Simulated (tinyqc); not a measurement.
Changing the particle radius R: a particle near a wafer in liquid: double-layer and van der Waals forces (DLVO), deposition barrier and removal. Computed by tinyqc, a small Python program. Command: `OMP_NUM_THREADS=1 python tinyqc.py 3112690 3112691 out.jsonl dlvo sweep`. One thread of a shared host (Intel(R) Xeon(R) Processor @ 2.30GHz), about 0.01 s of CPU time with the checks.

Sphere and flat wall, Derjaguin approximation, constant potentials in the linear-superposition form, no retardation and no hydration force.

Inputs (values chosen for the exercise, of the order of those for polymer latex on silicon in water):
```
quantity                             value   unit
Hamaker constant A                 1.3e-20      J
potential of the particle psi_1        -37     mV
potential of the wafer psi_2           -40     mV
salt concentration c                  0.12  mol/L
valence z of the symmetric salt          2      -
temperature T                          323      K
dielectric constant of the liquid     69.9      -
contact distance h0                    0.4     nm
contact radius over R                 0.09      -
viscosity                             0.53  mPa s
```

Constants: e = 1.602176634e-19 C; N_A = 6.02214076e+23 1/mol; eps_0 = 8.8541878128e-12 F/m; k_B = 1.380649e-23 J/K; k_B = 8.617333262e-05 eV/K.

Method. kappa^2 = 2 z^2 e^2 N_A (1000 c)/(eps eps_0 k_B T); gamma_i = tanh(z e psi_i/(4 k_B T)); Z = 64 pi eps eps_0 (k_B T/(z e))^2 gamma_1 gamma_2. Adhesion F_a = A R/(6 h0^2) [1 + a^2/(R h0)] - kappa Z R exp(-kappa h0), a the contact radius. Drag in a shear flow F_d = 1.7 x 6 pi mu R^2 G, acting at 1.4 R; rolling starts when 1.4 R F_d = a F_a. Wall shear stress = mu G.

One run for each value:
```
particle radius R (nm)  wall shear stress for rolling (Pa)  net adhesion F_a (pN)     kappa R
5                                                   2806.7             3.4976e+01  1.1594e+01
11                                                  1575.8             9.5045e+01  2.5507e+01
22                                                  1063.0             2.5645e+02  5.1014e+01
47                                                   790.2             8.7008e+02  1.0898e+02
100                                                  663.0             3.3046e+03  2.3188e+02
210                                                  603.9             1.3274e+04  4.8695e+02
450                                                  575.2             5.8060e+04  1.0435e+03
950                                                  562.0             2.5283e+05  2.2029e+03
2000                                                 555.8             1.1081e+06  4.6376e+03
```

Over the rows, wall shear stress for rolling (Pa) falls from 2810 to 556 (exponent d ln y / d ln x -0.73 between the first rows and -0.015 between the last); net adhesion F_a (pN) rises from 35.0 to 1.11e6 (exponent d ln y / d ln x 1.3 between the first rows and 2.0 between the last); kappa R rises from 11.6 to 4640 (exponent d ln y / d ln x about 1.00 throughout). At the high end the exponent of wall shear stress for rolling is -0.01, close to 0: the flattened contact adds adhesion as R^2. The smallest particle needs 5.05 times the shear stress of the largest.

Extremes, crossings and ranges named in words are read from the listed rows.
